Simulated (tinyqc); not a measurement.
# From magnetoresistance MR back to tau_0

Model: Hall factor, magnetoresistance and optical conductivity for a power-law relaxation time. Computed by tinyqc, a small Python program. Command: `OMP_NUM_THREADS=1 python tinyqc.py 3018899 3018900 out.jsonl magneto inv`. One thread of a shared host (Intel(R) Xeon(R) Processor @ 2.30GHz), about 0.03 s of CPU time with the checks.

One spherical parabolic band, tau(E) = tau_0 x^s with x = E/(k_B T). Landau quantisation is left out.

Inputs (values chosen for the exercise, with a mass close to that of electrons in GaAs):
```
quantity                 value  unit
effective mass m          0.07   m_0
exponent s                   1     -
reduced Fermi level eta     10     -
temperature T              400     K
magnetic field B          0.51     T
```

Constants: m_0 = 9.1093837015e-31 kg; k_B = 1.380649e-23 J/K; hbar = 1.054571817e-34 J s; e = 1.602176634e-19 C.

Method:
- <y> = int y x^(3/2) f (1 - f) dx / int x^(3/2) f (1 - f) dx, f = 1/(1 + exp(x - eta)).
- Integrals over x = E/(k_B T) use 160 Gauss-Legendre points in u = sqrt(x) from 0 to sqrt(max(eta, 0) + 45).
- n = (2 m k_B T)^(3/2)/(3 pi^2 hbar^3) int x^(3/2) f (1 - f) dx; moments in units of tau_0.
- mu = e <tau>/m; weak field r_H = <tau^2>/<tau>^2 and MR = c (mu B)^2, c = <tau^3>/<tau>^3 - r_H^2; strong field r_H = 1 and MR = <tau> <1/tau> - 1.
- With w_c = e B/m: sigma_xx = (n e^2/m) <tau/(1 + w_c^2 tau^2)>, sigma_xy = (n e^2/m) <w_c tau^2/(1 + w_c^2 tau^2)>; r_H = (n e/B) sigma_xy/(sigma_xx^2 + sigma_xy^2); MR = sigma_0 sigma_xx/(sigma_xx^2 + sigma_xy^2) - 1, sigma_0 = n e^2 <tau>/m.

Question. A run gave the result below. Find the tau_0, known to lie between 130 and 270 fs.

magnetoresistance MR = 2.359826 %

Answer.

Each step takes the trial c = (a f_b - b f_a)/(f_b - f_a), f being the result less the target and a, b, c the logarithms of the listed values; c replaces end b, the old b replaces a if the sign of f changed, and otherwise f_a is halved.

Scan of the range:
```
tau_0 (fs)  magnetoresistance MR (%)
130                          2.14226
147                          2.28373
166                          2.41018
187                          2.52042
212                          2.62189
239                          2.70532
270                          2.77760
```

False position (Illinois rule, in the logarithm of the input) inside the bracket:
```
step    end a    end b    trial  magnetoresistance MR (%)
1     147.000  166.000  158.156                   2.36149
2     147.000  158.156  157.671                   2.35833
3     158.156  157.671  157.900                   2.35983
4     157.671  157.900  157.900                   2.35983
```

Magnetoresistance MR rises at every point of a 13-point scan of the range (every second point is shown), so one value fits; it is bracketed by 147 and 166. Answer: tau_0 = 157.9 fs.
